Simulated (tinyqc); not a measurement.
# Interface traps from C-V curves, high-low and Terman methods: effects of single changes

MOS capacitor on an n-type substrate; psi is the band bending, negative in depletion; only majority carriers are counted. At the bending psi the Fermi level lies y = xi - psi below the conduction edge at the surface, xi = Vt ln(Nc/Nd). Dit(y) = D0 + D1 exp(-y/E1); traps fill up to the Fermi level, follow the bias and a slow signal, and do not follow a fast one. V is the gate voltage from flat band.

Inputs (values chosen for the exercise); band and dielectric values close to those of gallium nitride:
- T = 300 K (temperature)
- eps_r = 9.57 (relative permittivity)
- Nc = 2.3e18 cm^-3 (conduction-band density of states at T)
- Nd = 2e17 cm^-3 (donor density)
- EOT = 4.4 nm (equivalent oxide thickness)
- D0 = 3.5e10 cm^-2 eV^-1 (trap density far from the band edge)
- D1 = 7.2e11 cm^-2 eV^-1 (band-tail density at the conduction edge)
- E1 = 0.06 eV (decay energy of the tail)

Constants: q = 1.602176634e-19 C, kB = 1.380649e-23 J/K, Vt = kB T/q, eps0 = 8.8541878128e-14 F/cm where lengths are in cm. Results are converted to the units shown.

Each table varies one quantity; the others keep the values above.

## Effect of the oxide thickness on the signal

Cox = 3.9 eps0/EOT, LD = sqrt(eps0 eps_r Vt/(q Nd)), u = psi/Vt, Cd = (eps0 eps_r/(sqrt(2) LD)) |exp(u) - 1|/sqrt(exp(u) - u - 1). Ideal V0 = psi - sqrt(2) (eps0 eps_r Vt/LD) sqrt(exp(u) - u - 1)/Cox for psi < 0; the traps add dV = (q/Cox) times the integral of Dit from 0 to psi = (q/Cox) [D0 psi + D1 E1 exp(-xi/E1) (exp(psi/E1) - 1)]. 1/C_HF = 1/Cox + 1/Cd, 1/C_LF = 1/Cox + 1/(Cd + q Dit). All at psi = -0.326 V.

Effect of the oxide thickness on the signal:

| EOT (nm) | dV (mV) | C_HF (nF/cm^2) | C_LF (nF/cm^2) | (C_LF - C_HF)/Cox (%) |
|---|---|---|---|---|
| 1.4 | -1.7166 | 195.79 | 200.68 | 0.19831 |
| 2.5 | -3.0653 | 184.30 | 188.63 | 0.31330 |
| 4.4 | -5.3949 | 167.33 | 170.89 | 0.45356 |
| 8 | -9.8090 | 142.48 | 145.05 | 0.59599 |
| 14 | -17.166 | 114.20 | 115.85 | 0.66773 |
| 26 | -31.879 | 81.757 | 82.597 | 0.63294 |
| 46 | -56.402 | 55.484 | 55.870 | 0.51404 |

What does the table show?

The stretch-out grows in proportion to the EOT, from -1.72 to -56.4 mV, so thin oxides leave Terman's method little to read; the high-low gap goes from 0.198 through a maximum of 0.668 (at EOT = 14 nm among the rows listed) to 0.514 % of Cox.

## An error in the doping read as traps

The sample has Nd; the ideal curve is drawn with Nd (1 + e). At the true psi = -0.326 V the measured C_HF is matched to the ideal curve, which gives psi', and Dit = (Cox/q) [dV/dpsi' - 1 - Cd'(psi')/Cox], derivatives exact.

The same in every row: true Dit (cm^-2 eV^-1) = 3.610e10.

Results:

| e | psi' (V) | apparent Dit (cm^-2 eV^-1) |
|---|---|---|
| -0.15 | -0.2810 | 1.139e12 |
| -0.1 | -0.2960 | 7.309e11 |
| -0.05 | -0.3110 | 3.653e11 |
| -0.02 | -0.3200 | 1.638e11 |
| 0 | -0.3260 | 3.610e10 |
| 0.02 | -0.3320 | -8.660e10 |
| 0.05 | -0.3410 | -2.619e11 |
| 0.15 | -0.3710 | -7.803e11 |

Estimate the missing row, e = 0.1.

Computed row:

| e | psi' (V) | apparent Dit (cm^-2 eV^-1) |
|---|---|---|
| 0.1 | -0.3560 | -5.329e11 |

With this row back in the table: The apparent Dit falls from 1.14e12 to -7.80e11 cm^-2 eV^-1, against the true 3.61e10. An error of +5 % in the doping shifts it by -2.98e11 cm^-2 eV^-1, 826 % of the true value, and a negative result appears where the assumed doping is too high.

Numbers from tinyqc (`OMP_NUM_THREADS=1 python tinyqc.py 2030052 2030053 out.jsonl`; about 0.01 s on one thread of a shared Intel Xeon 2.30GHz).
